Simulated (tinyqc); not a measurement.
# Threshold-voltage variability of a planar MOSFET, analytic estimates: what changes with what

Three independent sources add in quadrature: random dopants in the depleted layer, metal-gate grains of two orientations, and roughness of the two gate edges acting through the roll-off VT = VT(long) - Vr exp(-L/l). These are first-order estimates: no three-dimensional electrostatics, no percolation.

Values chosen for this exercise; material values close to those of silicon:
- T = 400 K (temperature)
- Eg = 1.13 eV (band gap)
- eps_r = 11.7 (relative permittivity of the semiconductor)
- Nc = 4.39e19 cm^-3 (conduction-band density of states at T)
- Nv = 4.11e19 cm^-3 (valence-band density of states at T)
- Na = 9.1e17 cm^-3 (channel doping)
- ti = 2.1 nm (oxide-equivalent thickness in inversion)
- L = 25 nm (gate length)
- W = 110 nm (gate width)
- G = 4 nm (metal grain size)
- dW = 0.1 eV (work-function difference of the two grain orientations)
- p = 0.3 (share of the orientation of higher work function)
- De = 1.2 nm (rms roughness of one gate edge)
- La = 30 nm (correlation length of the roughness)
- l = 4.9 nm (decay length of the threshold roll-off)
- Vr = 2 V (prefactor of the roll-off)

Constants: q = 1.602176634e-19 C, kB = 1.380649e-23 J/K, Vt = kB T/q, eps0 = 8.8541878128e-14 F/cm where lengths are in cm. Results are converted to the units shown.

Each table varies one quantity; the others keep the values above.

## Effect of the channel doping

ni = sqrt(Nc Nv) exp(-Eg/(2 Vt)), Eg in volts; Cox = 3.9 eps0/ti; Wd = sqrt(4 eps0 eps_r Vt ln(Na/ni)/(q Na)); dopants: s1 = (q/Cox) sqrt(Na Wd/(3 L W)). Grains: Ng = L W/G^2 (at least 1), s2 = dW sqrt(p (1 - p)/Ng). Edges, with exponential correlation and u = W/La: the mean gate length has sL^2 = 2 De^2 (2/u)[1 - (1 - exp(-u))/u]; s3 = sL (Vr/l) exp(-L/l). s = sqrt(s1^2 + s2^2 + s3^2). l and Vr are held fixed.

The same in every row: s2 (mV) = 3.495; s3 (mV) = 2.667.

Effect of the channel doping:
```
Na (cm^-3)  s1 (mV)  s (mV)  s sqrt(L W) (mV um)
1.5e17        11.74   12.54               0.6576
2.6e17        13.65   14.34               0.7518
4.7e17        16.03   16.62               0.8714
8.2e17        18.63   19.14                1.004
1.5e18        21.92   22.36                1.173
2.6e18        25.42   25.79                1.353
4.5e18        29.44   29.77                1.561
8e18          34.34   34.62                1.815
```

As Na goes from 1.5e17 to 8e18 cm^-3, s rises from 12.5 to 34.6 mV. The dopants are the largest source in the first and the last row. s1 goes on average as Na^(0.27), near the 1/4 expected from Na Wd. For Na = 1.5e17 to 1.5e18 cm^-3 the depletion depth exceeds L, so source and drain share much of the charge and s1 is rough.

## Scaling length and width together

Same model as above.

l and Vr are held fixed. W = 4.4 L in every row; l is held fixed.

Result of one run:
```
L (nm)  s1 (mV)  s2 (mV)  s3 (mV)  s (mV)  s sqrt(L W) (mV um)
30        15.97    2.913   0.9019   16.26                1.023
```

What becomes of these results when the gate length L is changed from 30 to 37 nm, all else the same?

Result of the changed run:
```
L (nm)  s1 (mV)  s2 (mV)  s3 (mV)  s (mV)  s sqrt(L W) (mV um)
37        12.95    2.362   0.1997   13.16                1.022
```

The whole series:
```
L (nm)  s1 (mV)  s2 (mV)   s3 (mV)  s (mV)  s sqrt(L W) (mV um)
16        29.94    5.462     19.14   35.95                1.207
20        23.95    4.369     7.945   25.61                1.074
24        19.96    3.641     3.316   20.56                1.035
30        15.97    2.913    0.9019   16.26                1.023
37        12.95    2.362    0.1997   13.16                1.022
45        10.65    1.942   0.03608   10.82                1.021
55        8.710    1.589  0.004308   8.853                1.021
```

As L goes from 16 to 55 nm, s falls from 36.0 to 8.85 mV. The dopants are the largest source in the first and the last row. The product s sqrt(L W) falls from 1.21 to 1.02 mV um: s1 and s2 go as 1/sqrt(L W), so the change comes from s3 alone. For L = 16 to 30 nm the depletion depth exceeds L, so source and drain share much of the charge and s1 is rough.

Program tinyqc, `OMP_NUM_THREADS=1 python tinyqc.py 2090065 2090066 out.jsonl`; Intel Xeon 2.30GHz, shared host, one thread, about 0.01 s.
